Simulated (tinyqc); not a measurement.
Read current of a NAND string, cells in series solved by shooting: read current against the number of cells.

Cells in series, numbered from 0 at the source line (0 V) to the bit line, each followed by a gap resistance Rg. A cell with gate Vg, threshold VT, source Vs and drain Vd passes I = 2 nf K Vt^2 [F(Vs) - F(Vd)]/(1 + th max(Vg - VT, 0)), F(V) = ln^2(1 + exp((Vg - VT - nf V)/(2 nf Vt))). The selected cell has Vg = Vr, the others Vg = Vp.

For a trial current I start at 0 V and, cell by cell, solve for the drain: sqrt(F(Vd)) = sqrt(F(Vs) - I/k), k = 2 nf K Vt^2/(1 + th max(Vg - VT, 0)), Vd = [Vg - VT - 2 nf Vt ln(exp(sqrt F) - 1)]/nf, then add I Rg. The string current is the I for which the last node reaches Vbl. The apparent threshold is the Vr at which I = Is. Background: all other cells erased (VT = Ve) or all in the highest state (VT = Vh); ratio and shift are high over erased and high minus erased. The selected cell is in the middle, cell n/2.

Values chosen for this exercise; values of the order met in vertical NAND strings:
- T = 300 K (temperature)
- K = 7.9 uA/V^2 (gain factor of a cell)
- nf = 2.1 (slope factor)
- th = 0.13 1/V (mobility reduction factor)
- Rg = 9.1 kohm (resistance of the gap between cells)
- Vbl = 0.4 V (bit-line voltage)
- Vp = 7.8 V (pass voltage)
- Ve = -0.6 V (threshold of an erased cell)
- Vh = 4.3 V (threshold of the highest state)
- Vx = 1 V (threshold of the selected cell)
- Is = 10 nA (sensing current)
- Vr = 1.95 V (read voltage on the selected word line)

Constants: q = 1.602176634e-19 C, kB = 1.380649e-23 J/K, Vt = kB T/q. Results are converted to the units shown.

Read current against the number of cells:
columns A: n; B: I, others erased (uA); C: I, others high (uA); D: ratio; E: apparent VT, erased (V); F: apparent VT, high (V); G: background shift (mV)
```
A          B        C       D       E      F      G
8     0.6848   0.5220  0.7623  0.9987  1.000  1.779
16    0.4362   0.3052  0.6997   1.002  1.006  3.590
32    0.2516   0.1660  0.6599   1.009  1.016  7.202
64    0.1360  0.08670  0.6375   1.023  1.037  14.49
96   0.09316  0.05866  0.6297   1.037  1.059  21.88
128  0.07084  0.04432  0.6257   1.050  1.080  29.36
192  0.04789  0.02977  0.6216   1.078  1.123  44.60
```

With erased neighbours the current falls from 0.685 to 0.0479 uA, as n^(-0.65) between the first two rows and n^(-0.97) between the last two (-1 once the series resistance rules). The ratio falls from 0.762 to 0.622 and the background shift rises from 1.78 to 44.6 mV.

Numbers from tinyqc (`OMP_NUM_THREADS=1 python tinyqc.py 2142194 2142195 out.jsonl`; about 0.9 s on one thread of a shared Intel Xeon 2.30GHz).
